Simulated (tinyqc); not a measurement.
In-plane mass from two subband densities.

Inverse problem. At zero temperature each occupied subband holds N_k = D (EF - E_k), D = 2 md m0 q/(pi hbar^2) per eV (two valleys). Two subbands are occupied. Find md, EF - E1 and EF - E2.

Constants: q = 1.602176634e-19 C, hbar = 1.054571817e-34 J s, m0 = 9.1093837015e-31 kg. Results are converted to the units shown.

N1, N2 (cm^-2): [3.9901769e12, 3.9e11]
E2 - E1 = 22.8 meV

Solution. N1 - N2 = D (E2 - E1) gives D and so md; each N_k/D is a distance to EF.

md = 0.1890 m0
EF - E1 = 25.27 meV
EF - E2 = 2.470 meV

Computed by the program tinyqc: `OMP_NUM_THREADS=1 python tinyqc.py 2140023 2140024 out.jsonl`, one thread of a shared Intel Xeon 2.30GHz, about 0.2 s for the whole run.
